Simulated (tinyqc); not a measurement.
Tight binding, dimerised chain, step by step. One step of it, computed by the program tinyqc.

Task: Bloch Hamiltonian at k. H_AA = +delta, H_BB = -delta, H_AB = -t1 - t2 exp(-i k a).

Parameters chosen for this model:
```
parameter     value                      unit
t1         2.320000       eV, inside the cell
t2         0.620000         eV, between cells
delta      0.980000  eV, +/- on the two sites
```

k point k (2 pi / a): 0.490000

Give: H(k) at k.

Result:

H(k) at k (eV):
```
                 A                B
A           0.9800  -1.7012+0.0389i
B  -1.7012-0.0389i          -0.9800
```
